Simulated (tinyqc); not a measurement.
Charge stability of a double quantum dot, constant-interaction model with a charge sensor: across the interdot transition.

Capacitance matrix C = [[C1, -Cm], [-Cm, C2]], C1 = G1 + X1 + Cm + L1, C2 = G2 + X2 + Cm + L2. Gate charges n1 = (G1 V1 + X1 V2)/q, n2 = (X2 V1 + G2 V2)/q. The state (N1, N2) has U = (1/2) d^T E d with d = (N1 - n1, N2 - n2) and E = q^2 C^(-1). Leads at 0 V; no tunnel coupling, spin or level spacing. The sensor reads s1 <N1> + s2 <N2>.

The gate charges are n1 = 0.5000 + x, n2 = 0.5000 - x, a line through the middle of the (1,0)-(0,1) boundary. The detuning is U(0,1) - U(1,0); thermal means over all states within two electrons.

Values chosen for this exercise:

| symbol | value | unit | meaning |
|---|---|---|---|
| G1 | 22 | aF | gate 1 to dot 1 |
| G2 | 17 | aF | gate 2 to dot 2 |
| X1 | 3.6 | aF | gate 2 to dot 1 |
| X2 | 1.8 | aF | gate 1 to dot 2 |
| Cm | 30 | aF | between the dots |
| L1 | 45 | aF | dot 1 to leads and ground |
| L2 | 93 | aF | dot 2 to leads and ground |
| s1 | 0.88 |  | sensor weight of dot 1 |
| s2 | 0.18 |  | sensor weight of dot 2 |
| T | 0.53 | K | temperature |

Constants: q = 1.602176634e-19 C, kB = 1.380649e-23 J/K, Vt = kB T/q. Results are converted to the units shown.

Across the interdot transition:
```
x	detuning (meV)	<N1>	<N2>	sensor
-0.13	-0.28425	0.0024015	0.99628	0.18144
-0.094	-0.20554	0.012150	0.98570	0.18812
-0.063	-0.13775	0.049199	0.94797	0.21393
-0.031	-0.06778	0.18831	0.80918	0.31137
0	0.00000	0.50000	0.50000	0.53000
0.031	0.06778	0.81169	0.19082	0.74863
0.063	0.13775	0.95080	0.052033	0.84607
0.094	0.20554	0.98785	0.014297	0.87188
0.13	0.28425	0.99760	0.0037196	0.87856
```

<N1> rises from 0.00240 to 0.998 while <N2> falls from 0.996 to 0.00372; their sum stays within 0.0028 of 1. The detuning moves by EC1 + EC2 - 2 ECm = 2.19 meV for each unit of x, and the step is a Fermi function of width kB T = 0.0457 meV, which makes it a thermometer once the lever arms are known.

Computed by the program tinyqc: `OMP_NUM_THREADS=1 python tinyqc.py 2470019 2470020 out.jsonl`, one thread of a shared Intel Xeon 2.30GHz, about 0.01 s for the whole run.
